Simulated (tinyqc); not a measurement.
# Pinning factor and decay constant from two barriers

Question. phiB = S (phiM - chi) + (1 - S)(Eg - E0) with S = 1/(1 + (1/S0 - 1) exp(-be ti)). Find S0, S at the given thickness and be.

Parameters, values chosen for the exercise; semiconductor values close to those of gallium nitride; interlayer mass of the order of that in lanthanum oxide, offset chosen freely:

| symbol | value | unit | meaning |
|---|---|---|---|
| Eg | 3.41 | eV | band gap |
| chi | 4.1 | eV | electron affinity |
| E0 | 2.3 | eV | charge-neutrality level above the valence band |
| phiM | 4.24 | eV | metal work function |

phiB at ti = 0, 0.3 nm (eV): 0.5183  0.37022092

Solution. Each barrier gives its S by linear interpolation between the pinned and the unpinned value; the ratio of the two values of 1/S - 1 is exp(be ti).

S0 = 0.6100
S = 0.7627
be = 2.400 1/nm

Program tinyqc, `OMP_NUM_THREADS=1 python tinyqc.py 2270059 2270060 out.jsonl`; Intel Xeon 2.30GHz, shared host, one thread, about 0.02 s.
